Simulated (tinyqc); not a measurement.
# Undoped gate-all-around wire MOSFET, analytic charge model: effect of the gate work function less that of the intrinsic body

An undoped round wire of radius R under an insulator shell and a surrounding gate; long channel, electrons only, n = ni exp((psi - V)/Vt) with V the quasi-Fermi potential (0 at the source, Vd at the drain), constant mobility, no quantisation. The radial Poisson equation gives n(r) = n(0)/(1 - (1 - b) r^2/R^2)^2 with b = Q0/(Q + Q0). Q is the electron charge per area of the wire surface.

ni = sqrt(Nc Nv) exp(-Eg/(2 Vt)), Eg in volts; Cox = eps0 eox/(R ln(1 + tox/R)); Q0 = 4 eps0 eps_r Vt/R; V0 = dphi + Vt ln[8 eps0 eps_r Vt/(q ni R^2)]. Q solves Vg - V0 - V = Q/Cox + Vt ln(Q/Q0) + Vt ln(1 + Q/Q0). I = mu (2 pi R/L)[2 Vt (Qs - Qd) + (Qs^2 - Qd^2)/(2 Cox) + Vt Q0 ln((Qd + Q0)/(Qs + Q0))], with Qs at V = 0 and Qd at V = Vd.  I(low) is taken at Vg = 0.45 V, Qs and I(high) at Vg = 1.2 V.

Parameters, values chosen for the exercise; material values close to those of silicon:

| symbol | value | unit | meaning |
|---|---|---|---|
| T | 273 | K | temperature |
| Eg | 1.12 | eV | band gap |
| eps_r | 11.9 |  | relative permittivity of the semiconductor |
| Nc | 2.42e19 | cm^-3 | conduction-band density of states at T |
| Nv | 2.26e19 | cm^-3 | valence-band density of states at T |
| eox | 3.71 |  | relative permittivity of the gate insulator |
| tox | 1.9 | nm | insulator thickness |
| R | 6 | nm | wire radius |
| mu | 170 | cm^2/(V s) | channel mobility |
| L | 0.5 | um | gate length |
| Vd | 0.1 | V | drain voltage |

Constants: q = 1.602176634e-19 C, kB = 1.380649e-23 J/K, Vt = kB T/q, eps0 = 8.8541878128e-14 F/cm where lengths are in cm. Results are converted to the units shown.

Results:
```
dphi (V)  V0 (V)  I(low) (nA)  Qs(high) (nC/cm^2)  I(high) (uA)
0.04      0.5549       0.5542                1100         1.292
0.09      0.6049      0.06767                1008         1.175
0.19      0.7049     9.675e-4               826.1        0.9441
0.24      0.7549     1.155e-4               736.4        0.8305
0.29      0.8049     1.379e-5               647.7        0.7186
0.34      0.8549     1.647e-6               560.4        0.6087
```

Estimate the missing row, dphi = 0.14 V.

Computed row:
```
dphi (V)  V0 (V)  I(low) (nA)  Qs(high) (nC/cm^2)  I(high) (uA)
0.14      0.6549     0.008101               916.6         1.059
```

With this row back in the table: As dphi goes from 0.04 to 0.34 V, I(low) falls from 0.554 to 1.65e-6 nA and I(high) falls from 1.29 to 0.609 uA. V0 rises from 0.555 to 0.855 V. In every row the surface density at the source at the higher gate voltage passes 0.3 Nc, where Boltzmann statistics fail. In every row the body is thin enough for quantum confinement, left out here, to raise the threshold.

tinyqc, about 0.03 s, one thread, Intel Xeon 2.30GHz (shared host): `OMP_NUM_THREADS=1 python tinyqc.py 2460160 2460161 out.jsonl`
